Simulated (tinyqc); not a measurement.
Effect of the position of a charge sheet.

One sheet of 9e11 cm^-2 lies at the depth x from the gate; it shifts Vfb by -(q/eps0) Q s, with s = x/e2 in layer 2 and t2/e2 + (x - t2)/e1 in layer 1, and it induces the share s/(t1/e1 + t2/e2) of its image in the semiconductor.

Parameters, values chosen for the exercise:
- t1 = 0.7 nm (thickness of layer 1, next to the semiconductor)
- e1 = 3.82 (relative permittivity of layer 1)
- t2 = 1.5 nm (thickness of layer 2, next to the gate)
- e2 = 24.8 (relative permittivity of layer 2)

Constants: q = 1.602176634e-19 C, eps0 = 8.8541878128e-14 F/cm where lengths are in cm. Results are converted to the units shown.

Result of one run:
```
x (nm)  shift (mV)  image in the semiconductor (%)
2.2         -39.69                           100.0
```

What becomes of these results when the depth of the sheet x is changed from 2.2 to 0.28 nm, all else the same?

Result of the changed run:
```
x (nm)  shift (mV)  image in the semiconductor (%)
0.28        -1.839                           4.632
```

The whole series:
```
x (nm)  shift (mV)  image in the semiconductor (%)
0                0                               0
0.28        -1.839                           4.632
0.55        -3.612                           9.099
0.83        -5.450                           13.73
1.1         -7.223                           18.20
1.38        -9.062                           22.83
1.65        -16.25                           40.93
1.93        -28.18                           71.00
2.2         -39.69                           100.0
```

The shift grows from 0 at the gate to -39.7 mV at the semiconductor, by -6.57 mV/nm in layer 2 and -42.6 mV/nm in layer 1, the ratio of the permittivities. A sheet between the layers has 24.8 % of its full effect.

Numbers from tinyqc (`OMP_NUM_THREADS=1 python tinyqc.py 2010112 2010113 out.jsonl`; about 0.01 s on one thread of a shared Intel Xeon 2.30GHz).
